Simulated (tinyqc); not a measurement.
Pressure series at fixed power: global model of a low-pressure process discharge: electron temperature, density, ion flux and ion energy. Computed by tinyqc, a small Python program. Command: `OMP_NUM_THREADS=1 python tinyqc.py 3111518 3111519 out.jsonl plasma walk`. One thread of a shared host (Intel(R) Xeon(R) Processor @ 2.30GHz), about 0.01 s of CPU time with the checks.

Maxwellian electrons with temperature T_e in eV, one positive ion, no negative ions, uniform bulk density n; rate constants have the Arrhenius form.

Inputs (values chosen for the exercise, of the order of those of an inductive discharge in a simple atomic gas):
```
quantity                      value   unit
ion mass M                     35.5      u
ionisation prefactor K0     2.8e-14  m^3/s
ionisation energy E_iz         12.7     eV
excitation prefactor X0     1.3e-14  m^3/s
excitation energy E_ex         9.69     eV
elastic rate constant K_el  7.3e-14  m^3/s
ion-neutral cross section   1.1e-18    m^2
gas temperature T_g             400      K
radius R                         21     cm
height L                         14     cm
absorbed power P                240      W
```

Constants: k_B = 1.380649e-23 J/K; e = 1.602176634e-19 C; u = 1.6605390666e-27 kg; m_0 = 9.1093837015e-31 kg.

Method:
- n_g = p/(k_B T_g), lambda_i = 1/(n_g sigma), K_iz = K0 exp(-E_iz/T_e), h_L = 0.86/sqrt(3 + L/(2 lambda_i)), h_R = 0.8/sqrt(4 + R/lambda_i), A_eff = 2 pi R^2 h_L + 2 pi R L h_R and d_eff = pi R^2 L/A_eff follow p.
- Particle balance: K0 exp(-E_iz/T_e) n_g d_eff = u_B, u_B = sqrt(e T_e/M).
- E_c = E_iz + (X0 exp(-E_ex/T_e) E_ex + K_el (3 m_0/M) T_e)/K_iz; E_T = E_c + (5/2) T_e + (T_e/2) ln(M/(2 pi m_0)); n = P/(e u_B A_eff E_T); J = e h_L n u_B. Pressures without a root below 2 E_iz are left out.

Against pressure:
```
p (Pa)  T_e (eV)  E_c (eV)  E_T (eV)  n (1/cm^3)  J (mA/cm^2)
0.1       4.4780    21.520    53.403  4.8630e+10       1.1151
0.2       3.3078    23.895    47.446  7.4641e+10       1.2817
0.5       2.4413    28.191    45.573  1.2145e+11       1.3650
1.0       2.0273    32.685    47.120  1.6988e+11       1.3348
2.0       1.7294    38.669    50.981  2.3103e+11       1.2418
5.0       1.4462    49.900    60.196  3.2972e+11       1.0563
10.0      1.2866    62.394    71.554  4.1221e+11       0.8900
20.0      1.1589    81.154    89.405  4.8937e+11       0.7128
```

What does the comparison show, and why?

T_e falls from 4.48 to 1.16 eV, n changes by a factor 10.1 and J by 0.64; in J = P h_L/(A_eff E_T), E_T changes by a factor 1.67 and is least at 0.5 Pa, between wall losses at high T_e and excitation losses at low T_e.

Extremes, crossings and ranges named in words are read from the listed rows.
